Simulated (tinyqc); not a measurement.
Cell and bit-line capacitance from two signals.

Inverse problem. In a DRAM a freshly written one gives the bit-line signal (Vd/2) Cs/(Cs + Cb). Find Cs and Cb.

Inputs (values chosen for the exercise):
- Vd = 1.5 V (array voltage)

signal of a fresh one without and with 10 fF added to the bit line (mV): 131.25000  121.15385

Solution. (Vd/2)/signal = 1 + Cb/Cs, and the added capacitance raises it by its ratio to Cs.

Cs = 21.0 fF
Cb = 99.0 fF

Computed by the program tinyqc: `OMP_NUM_THREADS=1 python tinyqc.py 2130155 2130156 out.jsonl`, one thread of a shared Intel Xeon 2.30GHz, about 0.01 s for the whole run.
